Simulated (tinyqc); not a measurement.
Tight binding, dimerised chain, step by step. Computed by tinyqc, a small Python program that keeps every step. Settings: t1 = 1.14, t2 = 2.48, delta = 0.24, points = 8, cells = 5. Command: `OMP_NUM_THREADS=1 python tinyqc.py 24811 24812 out.jsonl` (the two numbers bound the seeds that draw the settings). One thread of a shared host (Intel(R) Xeon(R) Processor @ 2.60GHz), about 0.01 s of CPU time with the checks.

## Bloch Hamiltonian at k

Parameters chosen for this model:

| parameter | value | unit |
|---|---|---|
| t1 | 1.140000 | eV, inside the cell |
| t2 | 2.480000 | eV, between cells |
| delta | 0.240000 | eV, +/- on the two sites |

k point k (2 pi / a): 0.14000

H_AA = +delta, H_BB = -delta, H_AB = -t1 - t2 exp(-i k a).

H(k) at k (eV):
```
                   A                  B
A            0.24000  -2.72081+1.91087i
B  -2.72081-1.91087i           -0.24000
```

## Levels at k

Diagonalise the Hermitian matrix.

eigenvalues (eV): -3.33344  3.33344

weights |c|^2 of the basis functions:
```
    band 1   band 2
A  0.46400  0.53600
B  0.53600  0.46400
```

## Bloch Hamiltonian at X

k point X (2 pi / a): 0.50000

As before.

H(k) at X (eV):
```
         A         B
A  0.24000   1.34000
B  1.34000  -0.24000
```

## Levels at X

As before.

eigenvalues (eV): -1.36132  1.36132

weights |c|^2 of the basis functions:
```
    band 1   band 2
A  0.41185  0.58815
B  0.58815  0.41185
```

## Bands along a path

The same steps at evenly spaced points between the labelled ones.

Bands along the path (eV):

| k | band 1 | band 2 |
|---|---|---|
| G | -3.62795 | 3.62795 |
| G-X 0.33 | -3.21478 | 3.21478 |
| G-X 0.67 | -2.16342 | 2.16342 |
| X | -1.36132 | 1.36132 |

With 1 band(s) filled, the highest filled level on these points lies at X and the lowest empty one at X: a gap of 2.7226 eV, direct.

## Berry (Zak) phase of the lower band

On 8 points k_j = j/N: phase = -Im ln of the product of <u_j|u_(j+1)>, closed with u_N = u_0 (the cell-periodic part is taken without the site positions). Single arguments depend on the phases chosen for the u_j; only their sum modulo 2 pi does not.

Overlaps:

| j | \|<u_j\|u_j+1>\| | argument (rad) |
|---|---|---|
| 0 | 0.96330 | -0.25330 |
| 1 | 0.95631 | -0.27327 |
| 2 | 0.92796 | -0.34020 |
| 3 | 0.82007 | -0.50945 |
| 4 | 0.82007 | -0.50945 |
| 5 | 0.92796 | -0.34020 |
| 6 | 0.95631 | -0.27327 |
| 7 | 0.96330 | -0.25330 |

phase / pi, folded into (-1, 1] = 0.87613

## Open chain of 5 cells

H of the open chain (eV), lower triangle:
```
           1         2         3         4         5         6         7         8
1    0.24000
2   -1.14000  -0.24000
3    0.00000  -2.48000   0.24000
4    0.00000   0.00000  -1.14000  -0.24000
5    0.00000   0.00000   0.00000  -2.48000   0.24000
6    0.00000   0.00000   0.00000   0.00000  -1.14000  -0.24000
7    0.00000   0.00000   0.00000   0.00000   0.00000  -2.48000   0.24000
8    0.00000   0.00000   0.00000   0.00000   0.00000   0.00000  -1.14000  -0.24000
9    0.00000   0.00000   0.00000   0.00000   0.00000   0.00000   0.00000  -2.48000
10   0.00000   0.00000   0.00000   0.00000   0.00000   0.00000   0.00000   0.00000

           9        10
9    0.24000
10  -1.14000  -0.24000
```

The same hoppings without the wrap-around bond.

levels (eV): -3.49299  -3.10249  -2.50294  -1.79924  -0.24334  0.24334  1.79924  2.50294  3.10249  3.49299

weights of the highest filled level on the sites: 0.00543  0.00098  0.00115  0.00678  0.00024  0.03448  0.00005  0.16554  0.00001  0.78535

The bulk gap runs from -1.3613 to 1.3613 eV; 2 level(s) of this chain lie inside it: end states, which need the weaker bond inside the cell and a chain longer than their decay length.
